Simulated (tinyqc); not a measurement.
Configuration-coordinate model of a defect: Huang-Rhys factor and luminescence line shape: one step, computed by the program tinyqc. Command: `OMP_NUM_THREADS=1 python tinyqc.py 3026008 3026009 out.jsonl ccline walk`. One thread of a shared host (Intel(R) Xeon(R) Processor @ 2.30GHz), about 0.02 s of CPU time with the checks.

Ground state E_g(Q) = (1/2) omega_g^2 Q^2; excited state E_e(Q) = E_0 + (1/2) omega_e^2 (Q - dQ)^2 with omega_e = omega_g and E_0 = E_ZPL. Q is mass-weighted; the dipole does not depend on Q (Condon approximation).

Task: Emission lines at zero temperature. From the lowest excited level the line to ground level n lies at E_ZPL - n hbar omega_g with Franck-Condon weight exp(-S) S^n/n!; the emitted intensity carries a further factor E^3. S = S_g; up to eleven lines, of positive energy only, from n = max(0, integer part of S - 5).

Inputs (values chosen for the exercise, for a model defect in a wide-gap host): zero-phonon energy E_ZPL = 3.12 eV; ground-state phonon hbar omega_g = 85.2 meV.

Modes: equal frequencies in both states.

S_g = 5.717161

Give: Lines.

Result:

Lines:
```
n,energy (eV),weight,intensity / largest
0,3.1200,0.0033,0.031
1,3.0348,0.0188,0.161
2,2.9496,0.0538,0.421
3,2.8644,0.1024,0.735
4,2.7792,0.1464,0.960
5,2.6940,0.1674,1.000
6,2.6088,0.1595,0.865
7,2.5236,0.1303,0.640
8,2.4384,0.0931,0.412
9,2.3532,0.0591,0.235
10,2.2680,0.0338,0.121
```

The weight peaks at n = 5 and the intensity at n = 5.
